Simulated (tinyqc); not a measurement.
Rotating the field: cyclotron resonance of ellipsoidal valleys, Ge type.

Valleys along [111], [-111], [1-11], [11-1], mass ml along the axis and mt across it. B lies in the (1-10) plane, b = (sin(theta)/sqrt2, sin(theta)/sqrt2, cos(theta)). For the angle phi between B and the axis, 1/mc^2 = cos^2(phi)/mt^2 + sin^2(phi)/(mt ml). Resonance: h nu = 2 muB B/mc, h = 2 pi hbar.

Inputs chosen for the exercise (out of a larger set: near those of Ge; not measured data): ml = 1.565 m0 (longitudinal mass); mt = 0.082 m0 (transverse mass); ths = (0, 15, 30, 45, 60, 75, 90) degrees (angles).

mc against theta; [-111] and [1-11] stay equal in this plane.

Cyclotron masses (m0):
```
theta (degrees)   [111]  [-111]  [11-1]
0                0.1351  0.1351  0.1351
15               0.1048  0.1392  0.2012
30               0.0898  0.1525  0.3337
45               0.0831  0.1788  0.2908
60               0.0823  0.2262  0.1755
75               0.0871  0.3023  0.1237
90               0.0991  0.3582  0.0991
```

All valleys give one line at theta = 0, B along [001], with mc = 0.1351. The [111] valley reaches mt at 54.7 degrees, and [11-1] reaches its largest value sqrt(ml mt) = 0.3582 at 35.3 degrees, where B is perpendicular to it; the listed maximum of that branch is 0.3337. The pair [-111], [1-11] reaches the same value at 90 degrees.

(tinyqc, `OMP_NUM_THREADS=1 python tinyqc.py 1251915 1251916 out.jsonl`, Intel(R) Xeon(R) Processor @ 2.30GHz, 1 thread, shared host, about 0.01 s.)
